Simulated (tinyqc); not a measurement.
Comparisons within one model: donors with valley-orbit split 1s states. A value that a table varies takes the place of the one given here.

Each donor binds at most one electron, in any of its states. For a site s, W_s = sum over its states of g exp(E/kT), and the ionised share is 1/(1 + W_s exp(eta)), eta = (EF - Ec)/kT; n = Nc F_1/2(eta); neutrality n + NA = ND x (mean ionised share); holes are neglected. Nc from N = 2 (m kB T/(4 pi c))^(3/2) with c = hbar^2/2m0, in 1/angstrom^3; times 1e24 for 1/cm^3, m = md. F_j(eta) = (1/Gamma(j + 1)) integral_0^infinity x^j dx/(1 + exp(x - eta)), which tends to exp(eta) for eta << 0.

Mobility (Caughey-Thomas form): mu = mu0 + (mu1 (T/300)^(-ga) - mu0)/(1 + ((ND + NA)/Nr)^de); rho = 1/(e n mu), e = 1.602176634e-19 C.

Constants: hbar^2/2m0 = 3.80998211 eV angstrom^2; kB = 8.617333262e-05 eV/K.

Parameters, chosen for this exercise (near those of As in Si; shifted at random, so the results belong to these values and not to a real crystal):
- md = 1.086 m0 (density-of-states mass of the conduction band)
- E = (55.5, 33.7, 33.3) meV (binding energies of 1s(A1), 1s(T2), 1s(E))
- g = (2, 6, 4) (their degeneracies with spin)
- ND = 4.5e+16 1/cm^3 (donors)
- NA = 1.5e+16 1/cm^3 (compensating acceptors, all ionised)
- T = 200 K
- mu0 = 62 cm^2/(V s) (mobility at heavy doping)
- mu1 = 1342 cm^2/(V s) (mobility at light doping and 300 K)
- Nr = 9.4e+16 1/cm^3 (reference doping)
- de = 0.72 (doping exponent)
- ga = 2.3 (temperature exponent)

## What the excited states change

The last columns keep only the ground state of each site (g = 2).

Results:

| T (K) | effective degeneracy | eta | n (1/cm^3) | n, ground states only | ratio |
|---|---|---|---|---|---|
| 40 | 2.02 | -16.11 | 1.39e+11 | 1.41e+11 | 0.992 |
| 60 | 2.14 | -10.81 | 5.14e+13 | 5.50e+13 | 0.934 |
| 80 | 2.41 | -8.33 | 9.42e+14 | 1.12e+15 | 0.843 |
| 110 | 2.99 | -6.87 | 6.57e+15 | 8.36e+15 | 0.786 |
| 150 | 3.83 | -6.44 | 1.61e+16 | 1.99e+16 | 0.808 |
| 200 | 4.80 | -6.50 | 2.31e+16 | 2.64e+16 | 0.875 |
| 250 | 5.61 | -6.71 | 2.63e+16 | 2.85e+16 | 0.923 |
| 300 | 6.28 | -6.93 | 2.78e+16 | 2.92e+16 | 0.950 |
| 400 | 7.29 | -7.32 | 2.89e+16 | 2.97e+16 | 0.975 |
| 500 | 8.01 | -7.64 | 2.94e+16 | 2.98e+16 | 0.985 |

The effective degeneracy grows from 2.02 to 8.01. Excited states hold electrons back, so the ratio is never above 1; it is lowest, 0.786, at 110 K of those listed, and 0.950 at 300 K. At low T the excited states empty out, and at high T more donors are ionised (n is 98 % of ND - NA in the last row), so the effect is largest in between.

## Ionisation and resistivity against doping

NA = 0.

Results:

| ND (1/cm^3) | n (1/cm^3) | n/ND | mu (cm^2/(V s)) | rho (ohm cm) | rho at full ionisation |
|---|---|---|---|---|---|
| 1.0e+14 | 9.99e+13 | 0.999 | 3386 | 18.4 | 18.4 |
| 1.0e+15 | 9.92e+14 | 0.992 | 3288 | 1.91 | 1.90 |
| 1.0e+16 | 9.32e+15 | 0.932 | 2854 | 0.235 | 0.219 |
| 3.0e+16 | 2.51e+16 | 0.837 | 2388 | 0.104 | 0.0871 |
| 1.0e+17 | 6.61e+16 | 0.661 | 1699 | 0.0556 | 0.0367 |
| 3.0e+17 | 1.42e+17 | 0.474 | 1075 | 0.0408 | 0.0194 |
| 1.0e+18 | 2.99e+17 | 0.299 | 578 | 0.0361 | 0.0108 |
| 2.0e+18 | 4.45e+17 | 0.223 | 396 | 0.0355 | 0.00789 |

From 1e16 to 1e18 1/cm^3 rho falls by a factor 6.5, not 100: the mobility takes a factor 4.94 and incomplete ionisation 3.12. n/ND is below 0.9 from 3e+16 1/cm^3 on. From a few times 1e18 1/cm^3 on, depending on the dopant, the levels merge with the band, and already below that screening lowers the binding energy, so the last rows understate n.

## Compensation sets the slope of the freeze-out

NA = K ND. The slope energy is -d ln(n T^(-p))/d(1/kT) between 30 and 36 K, with p = 3/4 for K = 0 and p = 3/2 otherwise.

Results:

| K | n(30 K) (1/cm^3) | n(36 K) (1/cm^3) | slope energy (meV) |
|---|---|---|---|
| 0 | 3.10e+12 | 2.12e+13 | 27.72 |
| 0.0010 | 2.12e+11 | 8.41e+12 | 52.86 |
| 0.010 | 2.11e+10 | 9.87e+11 | 55.42 |
| 0.050 | 4.05e+09 | 1.90e+11 | 55.45 |
| 0.20 | 8.52e+08 | 4.00e+10 | 55.45 |
| 0.50 | 2.13e+08 | 9.99e+09 | 55.45 |

Without acceptors the slope is 27.72 meV, against half the ground-state energy, 27.75; with K = 0.05 it is 55.45 meV, against the full 55.5. The full energy (less a few meV where excited levels lie within a few kT) shows where n is far below NA, since the acceptors then hold EF near the donor level: n(36 K)/NA is 0.19 for K = 0.001 and 8.4e-05 for K = 0.05; where it is not small, the slope falls short of the full energy.

## What moves the carrier density

All results formed anew. Each row changes one parameter from the base and keeps the others.

Results:

| case | eta | n (1/cm^3) | rho (ohm cm) |
|---|---|---|---|
| base | -6.504 | 2.314e+16 | 0.1346 |
| E = (60.5, 33.7, 33.3) meV | -6.531 | 2.251e+16 | 0.1383 |
| md = 1.195 m0 | -6.620 | 2.379e+16 | 0.1309 |
| ND = 9e+16 1/cm^3 | -5.736 | 4.985e+16 | 0.07499 |
| NA = 1.95e+16 1/cm^3 | -6.672 | 1.956e+16 | 0.1627 |
| T = 230 K | -6.623 | 2.533e+16 | 0.1688 |
| Nr = 1.88e+17 1/cm^3 | -6.504 | 2.314e+16 | 0.1129 |

The largest shifts from the base row, up to three for each result and ties (the steps differ in size, so this ranks the rows, not the parameters). eta: ND +0.768, NA -0.168, T -0.119; unchanged at the printed digits by Nr. n (1/cm^3): ND +2.67e+16, NA -3.58e+15, T +2.19e+15; unchanged at the printed digits by Nr. rho (ohm cm): ND -0.0596, T +0.0342, NA +0.0281.

(tinyqc, `OMP_NUM_THREADS=1 python tinyqc.py 1681963 1681964 out.jsonl`, Intel(R) Xeon(R) Processor @ 2.30GHz, 1 thread, shared host, about 0.01 s.)
